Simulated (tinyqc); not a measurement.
Dielectric constant under pressure: Penn model of the dielectric constant and Phillips ionicity.

n = 32/a^3; Ep^2 = 8 pi c e2 n with c = hbar^2/2m0, e2 = e^2/(4 pi eps0); EF = c (3 pi^2 n)^(2/3); eps = 1 + (Ep/Eg)^2 S with S = 1 - Eg/(4 EF) + (Eg/(4 EF))^2/3, Eg the Penn gap. Core d shells are left out.

Phillips: bond length d = sqrt(3) a/4; homopolar gap Eh = 39.74 d^(-2.48) eV (d in angstrom); Eg^2 = Eh^2 + C^2; ionicity fi = C^2/Eg^2.

Constants: hbar^2/2m0 = 3.80998211 eV angstrom^2; e^2/(4 pi eps0) = 14.39964547 eV angstrom.

Parameters, chosen for this exercise (out of a larger set: near those of diamond; not measured data): a = 3.554 angstrom (cubic lattice constant, 32 valence electrons a cell); C0 = 0 eV (ionic gap, held fixed).

The lattice constant is scaled by the factor listed; C = C0.

Results:
```
factor  Eh (eV)  Eg (eV)  Ep (eV)    eps     fi
0.94     15.906   15.906   34.400  5.135  0.000
0.96     15.097   15.097   33.331  5.315  0.000
0.98     14.345   14.345   32.316  5.498  0.000
1.00     13.644   13.644   31.351  5.686  0.000
1.01     13.311   13.311   30.887  5.781  0.000
1.02     12.990   12.990   30.434  5.877  0.000
1.04     12.379   12.379   29.560  6.071  0.000
```

Give the missing row, factor = 0.99.

Computed row:
```
factor  Eh (eV)  Eg (eV)  Ep (eV)    eps     fi
0.99     13.988   13.988   31.828  5.591  0.000
```

d ln eps/d ln a = +1.66 around factor 1: eps falls under compression. Ep^2 goes as a^-3 and Eh^2 as a^-4.96; with C fixed Eg^2 goes as a^-4.96 at fi = 0.000, and leaving S aside the two powers balance at fi = 0.395. The slope is a difference of two powers and the model omits d shells and any change of C, so it is no prediction for a real crystal; eps from C0 (row 1.00) need not match a measured ei.

Run: tinyqc, `OMP_NUM_THREADS=1 python tinyqc.py 1682687 1682688 out.jsonl`; Intel(R) Xeon(R) Processor @ 2.30GHz, one thread, shared host; about 0.01 s of CPU time with all checks.
